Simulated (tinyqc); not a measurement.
Pariser-Parr-Pople SCF with singles CI, for the molecule C=Cc1ccccc1 (SMILES; centres numbered as the heavy atoms are written), step by step. One step of it, computed by the program tinyqc.

Problem. Singles CI, triplets. Over the 6 single excitations with the smallest orbital gaps: A = (e_a - e_i) delta - (ij|ab), with (pq|rs) = sum c_mp c_mq gamma_mn c_nr c_ns.

orbital energies (eV): -14.943274  -12.700841  -11.291392  -10.335373  -0.854627  0.101392  1.510841  3.753274

coefficients:
```
         MO1        MO2        MO3        MO4        MO5        MO6        MO7        MO8
1C  0.148503   0.434338   0.011416   0.537743   0.537743   0.011416  -0.434338   0.148503
2C  0.279453   0.534430  -0.002200   0.369169  -0.369169   0.002200   0.534430  -0.279453
3C  0.486847   0.324806  -0.018752  -0.396396  -0.396396  -0.018752  -0.324806   0.486847
4C  0.397960   0.012099   0.491661  -0.315833   0.315833  -0.491661   0.012099  -0.397960
5C  0.348066  -0.313649   0.508959   0.146409   0.146409   0.508959   0.313649   0.348066
6C  0.328143  -0.462823   0.016681   0.421709  -0.421709  -0.016681  -0.462823  -0.328143
7C  0.346089  -0.327837  -0.490386   0.179630   0.179630  -0.490386   0.327837   0.346089
8C  0.394785  -0.005803  -0.507923  -0.293470   0.293470   0.507923  -0.005803  -0.394785
```

repulsion gamma_rs (eV):
```
           1C         2C         3C         4C         5C         6C         7C         8C
1C  11.130000   7.554442   5.239560   3.670975   2.869206   2.763701   3.276624   4.668999
2C   7.554442  11.130000   7.553010   5.240060   3.670163   3.276624   3.669614   5.238699
3C   5.239560   7.553010  11.130000   7.556581   5.240060   4.668999   5.238699   7.553212
4C   3.670975   5.240060   7.556581  11.130000   7.553010   5.239840   4.668753   5.240168
5C   2.869206   3.670163   5.240060   7.553010  11.130000   7.555992   5.240168   4.669089
6C   2.763701   3.276624   4.668999   5.239840   7.555992  11.130000   7.554442   5.239560
7C   3.276624   3.669614   5.238699   4.668753   5.240168   7.554442  11.130000   7.553010
8C   4.668999   5.238699   7.553212   5.240168   4.669089   5.239560   7.553010  11.130000
```

Give: triplet CI matrix; triplet excitation energies.

Solution.

triplet CI matrix (eV):
```
        4>5     4>6     3>5     3>6     2>5     4>7
4>5   3.308  -0.041  -0.041  -0.210  -0.359   0.359
4>6  -0.041   4.926  -0.210   0.019  -0.054   0.022
3>5  -0.041  -0.210   4.926   0.019  -0.022   0.054
3>6  -0.210   0.019   0.019   4.246   0.014  -0.014
2>5  -0.359  -0.054  -0.022   0.014   5.803   1.618
4>7   0.359   0.022   0.054  -0.014   1.618   5.803
```

triplet excitation energies (eV): 3.044  4.213  4.471  4.727  5.136  7.422
